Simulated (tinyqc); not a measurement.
What each parameter does: shallow acceptor in the spherical four-band model.

Units Ry* = Ry/(g1 eps^2) and a* = a0 eps g1; mu = (6 g3 + 4 g2)/(5 g1) is the spherical heavy-light coupling and delta = (g3 - g2)/g1 the cubic term, which is left out.

The ground state 1S3/2 has an L = 0 part f(r) and an L = 2 part g(r). In units of Ry* and a*, with Gaussians f_i = exp(-a_i r^2), g_i = r^2 exp(-a_i r^2), A = a_i + a_j and I(n) = Gamma((n + 1)/2)/(2 A^((n + 1)/2)): S_ff = I(2), S_gg = I(6), H_ff = (6 a_i a_j/A) I(2) - 2 I(1), H_gg = (14 a_i a_j/A) I(6) - 2 I(5), H_fg = -mu [15 I(2) - 20 a_j I(4) + 4 a_j^2 I(6)]; each function is then normalised. The split-off band is left out.

Converged values use 22 exponents 2.2^i, i = -7 to 14, for f and for g.
Constants: Ry = 13.60569312 eV; a0 (Bohr radius) = 0.5291772105 angstrom.

Inputs chosen for the exercise (near those of a shallow acceptor in Si, where the small spin-orbit splitting and strong warping make this model rough; not measured data): g1 = 4.3 (Luttinger gamma1); g2 = 0.34 (gamma2); g3 = 1.44 (gamma3); eps = 11.7 (dielectric constant).

Converged values.

One parameter was then changed.

Results before and after:

| case | mu | Ry* (meV) | binding (meV) | <r> (angstrom) |
|---|---|---|---|---|
| base | 0.465 | 23.11 | 28.83 | 33.1 |
| changed | 0.432 | 23.11 | 27.86 | 34.1 |

Which of these changes was made? (a) g1 = 4.64; (b) g3 = 1.32; (c) eps = 12.6; (d) g2 = 0.29.
Answer: (b) g3 = 1.32. Of the candidates, run in turn, only this one gives the changed row.

All candidates:

| case | mu | Ry* (meV) | binding (meV) | <r> (angstrom) |
|---|---|---|---|---|
| base | 0.465 | 23.11 | 28.83 | 33.1 |
| g1 = 4.64 | 0.431 | 21.42 | 25.80 | 36.8 |
| g2 = 0.29 | 0.456 | 23.11 | 28.55 | 33.4 |
| g3 = 1.32 | 0.432 | 23.11 | 27.86 | 34.1 |
| eps = 12.6 | 0.465 | 19.93 | 24.86 | 35.6 |

g1 acts twice: it lowers Ry* and it lowers mu.

Computed by tinyqc, a small Python program: `OMP_NUM_THREADS=1 python tinyqc.py 1282343 1282344 out.jsonl` (the numbers bound the seed that draws the inputs); one thread of a shared host (Intel(R) Xeon(R) Processor @ 2.30GHz), about 0.05 s for the whole set of steps.
